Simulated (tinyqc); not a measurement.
Gas flow in a process chamber: flow regimes, conductance, effective pumping speed, pump-down, outgassing and purge: one step, computed by the program tinyqc. Command: `OMP_NUM_THREADS=1 python tinyqc.py 3120701 3120702 out.jsonl pump walk`. One thread of a shared host (Intel(R) Xeon(R) Processor @ 2.30GHz), about 0.08 s of CPU time with the checks.

Ideal gas, isothermal flow, a pump of constant speed at the end of a round pipe; process gas, volume gas and outgassing are given the same properties. 1 sccm = 101325 Pa x 1e-6 m^3/60 s x T/273.15 K.

Task: Time to base pressure. From the outgassing limit: t = 1 h x (q_1 A/(S_eff p_target))^(1/n) - 10 s; monolayer time at the target = 1e19 m^-2 x 4 k_B T/(p c) for unit sticking.

Inputs (values chosen for the exercise, modelled on water vapour near room temperature): temperature T = 300 K; wall area = 0.44 m^2; outgassing rate after 1 h = 9.1e-06 Pa m^3/(s m^2); outgassing exponent n = 1.1; target base pressure = 0.0002 Pa.

S_eff in molecular flow = 16.12089 L/s

mean speed c = 593.7046 m/s

Constants: k_B = 1.380649e-23 J/K.

Give: time to the target; monolayer time.

Result:

time to the target = 1.2149 h

monolayer time = 1.3953 s
